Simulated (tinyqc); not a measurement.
Inside a calculation: Wannier-Stark ladder of a miniband. Values are carried at full precision from step to step, so a last printed digit may differ when a step is redone from the rounded ones.

One state in each well j = -(Nw - 1)/2 ... (Nw - 1)/2: H_jj = j e F d, H_(j,j+1) = -W/4; 1 kV/cm = 0.01 meV/angstrom. In an infinite chain the levels are j e F d and the state of well 0 has amplitude J_j(x) in size on well j, x = W/(2 e F d).

Constants: hbar = 6.58211957e-16 eV s.

Parameters, chosen for this exercise (near those of an InGaAs/InAlAs superlattice; not measured data):
- W = 39 meV (miniband width)
- d = 80 angstrom (period)
- F = 10 kV/cm (field)
- Nw = 7 (wells)

## Scales

Give e F d, x, the Bloch frequency e F d/(2 pi hbar) and period, and the swing W/(e F) of a wave packet.

e F d = 8.000 meV
x = 2.4375
frequency = 1.934 THz
period = 0.517 ps
swing = 390 angstrom

## The matrix

Fill it in.

H (meV), lower triangle:
```
         -3       -2      -1       0       1       2       3
-3  -24.000
-2   -9.750  -16.000
-1        0   -9.750  -8.000
0         0        0  -9.750       0
1         0        0       0  -9.750   8.000
2         0        0       0       0  -9.750  16.000
3         0        0       0       0       0  -9.750  24.000
```

## Levels and the middle state

Diagonalise; give the levels, their spacings and the weights of the middle level on the wells.

levels (meV): -32.170  -18.850  -8.726  0.000  8.726  18.850  32.170

spacings (meV): 13.320  10.124  8.726  8.726  10.124  13.320

weights: 0.0307  0.1859  0.2834  0.0000  0.2834  0.1859  0.0307

The spacing in the middle is 1.0908 e F d and at the ends 1.665 e F d; states that reach the ends of the stack are pushed apart.

## Bessel amplitudes

With x = W/(2 e F d): J_j(x)^2 for j = 0 to 5, their running sum over -j ... j, and the spread sqrt(sum j^2 J_j^2) = x/sqrt2. For a hole fixed in well 0 the J_j^2 are the strengths of the optical lines at j e F d.

Weights:

| j | J_j^2 | sum |
|---|---|---|
| 0 | 0.0003 | 0.0003 |
| 1 | 0.2621 | 0.5244 |
| 2 | 0.1909 | 0.9061 |
| 3 | 0.0420 | 0.9902 |
| 4 | 0.0046 | 0.9994 |
| 5 | 0.0003 | 1.0000 |

spread = 1.724 periods

The strongest line is j = +/-1.

## Checks

- Weight on well 1 of the middle state of 61 wells against J_1(x)^2: both 0.2621.

Program tinyqc; command `OMP_NUM_THREADS=1 python tinyqc.py 1251613 1251614 out.jsonl`; about 0.01 s on one thread of a shared Intel(R) Xeon(R) Processor @ 2.30GHz.
